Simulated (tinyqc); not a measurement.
Solubility, supersaturation, precipitation and gettering of an impurity in a silicon-like host: one step, computed by the program tinyqc.

The wafer was saturated at T1 and is then held at T.

Task: Growing precipitates. Growing sinks: with y = r/r_f and y0 = r0/r_f, dy/dt = (1 - y^3)/(3 tau_f y), which integrates to t/tau_f = F(y) - F(y0), F(y) = (1/2) ln[(1 + y + y^2)/(1 - y)^2] - sqrt(3) arctan[(2y + 1)/sqrt(3)]; the share of the excess left is (1 - y^3)/(1 - y0^3), and C(t) = C_eq + (C0 - C_eq) x share.

Inputs (values chosen for the exercise, for a model impurity):
```
quantity,value,unit
temperature of saturation T1,1275,K
anneal temperature T,752,K
initial sink radius r0,56,nm
anneal time t,24,s
```

final radius r_f = 341.3200 nm

tau_f = 16.75525 s

C_eq(T) = 5.256688e+13 1/cm^3

C0 = 1.021538e+18 1/cm^3

Give: radius at t; share of the excess left; C(t) with growing sinks.

Result:

radius at t = 286.33 nm

share of the excess left = 0.41148

C(t) with growing sinks = 4.2038e+17 1/cm^3

58.9 % of the excess has precipitated. Caution: the barrier to homogeneous nucleation is below 35 k_B T for these inputs, so new precipitates would form and outnumber the fixed sinks assumed here.
